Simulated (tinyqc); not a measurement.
Quasiparticle equation with a plasmon-pole self-energy for two band edges, step by step. Values are carried at full precision from step to step, so a last printed digit may differ when a step is redone from the rounded ones.

For each edge E = e + X + Sc(E), with the correlation part Sc(E) = A[0]/(E - a + w) + A[1]/(E - b - w); a and b are the valence and conduction energies that enter the Green function (a = ev, b = ec in the one-shot scheme). Z = 1/(1 - dSc/dE), dSc/dE = -A[0]/(E - a + w)^2 - A[1]/(E - b - w)^2.

Parameters, chosen for this exercise (scales of the order of those of GaAs; the results hold for these values, not for the real material):
```
symbol  value         unit  meaning
ev      0             eV    mean-field valence top
ec      0.51          eV    mean-field conduction edge
w       14.4          eV    pole energy
Av      (38.6, 20.5)  eV^2  weights of the valence state on the hole and electron poles
Ac      (15.2, 41.5)  eV^2  the same for the conduction state
Xv      -2.24         eV    exchange minus the mean-field potential, valence
Xc      2.28          eV    the same, conduction
```

## Linearised one-shot correction

Evaluate Sc and its slope at the mean-field energy; E = e + Z (X + Sc).

Terms:
```
edge,Sc (eV),dSc/dE,Z,X + Sc (eV),E (eV)
valence,1.3056,-0.2784,0.7822,-0.9344,-0.7309
conduction,-1.8625,-0.2685,0.7883,0.4175,0.8391
```

gap = 1.5700 eV
gap with Z = 1 = 1.8619 eV

The gap opens by 1.060 eV, 69 % of it by lowering the valence top. Setting Z = 1 would overshoot by 0.292 eV. X and Sc have opposite signs and are each larger than the sum they leave, so both must be converged well.

## Solving the equation for the conduction edge

Newton steps on f(E) = E - ec - Xc - Sc(E) from E = ec; the first step is the linearised result.

Iterates:
```
step,E (eV),Sc (eV),f (eV)
0,0.51000,-1.86249,-0.417506
1,0.83913,-1.95192,0.001055
2,0.83830,-1.95170,0.000000
3,0.83830,-1.95170,0.000000
```

The linearisation errs by +0.8 meV, as the shift is only 0.023 of the pole energy.

## All solutions for the valence state

Multiplying out gives a cubic; give its three roots and their weights Z.

roots (eV): -17.112  -0.728  16.110

weights: 0.1596  0.7750  0.0654

The weights add up to 1. The satellite below lies 16.38 eV from the main peak, 14 % more than w: this scheme places plasmon satellites too far out, and gives one where a cumulant form gives a series.

## Updating the energies in the Green function

Solve both equations exactly, put the results in place of a and b, and repeat five times; w is kept.

Cycles (eV):
```
cycle,Ev,Ec,gap
1,-0.7277,0.8383,1.5660
2,-0.8190,0.8556,1.6746
3,-0.8314,0.8540,1.6855
4,-0.8334,0.8532,1.6866
5,-0.8337,0.8530,1.6867
```

The update moves the gap by +121 meV from the one-shot value; each cycle shrinks the change to about 0.10 of the one before.

## Checks

- Sum of the weights of the three roots: both 1.000000.
- Newton result against the root by bisection (eV): both 0.83830.

Computed by tinyqc, a small Python program: `OMP_NUM_THREADS=1 python tinyqc.py 1880707 1880708 out.jsonl` (the numbers bound the seed that draws the inputs); one thread of a shared host (Intel(R) Xeon(R) Processor @ 2.30GHz), about 0.02 s for the whole set of steps.
